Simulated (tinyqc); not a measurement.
Tunnel rates from the two plateau currents.

Inverse problem. With only the 0-1 transition of a spin-degenerate level in the bias window, I = 2 q G_in G_out/(2 G_in + G_out). Find GL and GR.

Constants: q = 1.602176634e-19 C. Results are converted to the units shown.

sizes of the plateau currents for electrons entering from the left and from the right (pA): 82.466752  73.457779

Answer. q/I(left) = 1/GR + 1/(2 GL) and q/I(right) = 1/GL + 1/(2 GR) are linear in 1/GL and 1/GR.

GL = 0.620 1/ns
GR = 0.880 1/ns

Computed by the program tinyqc: `OMP_NUM_THREADS=1 python tinyqc.py 2780029 2780030 out.jsonl`, one thread of a shared Intel Xeon 2.30GHz, about 0.01 s for the whole run.
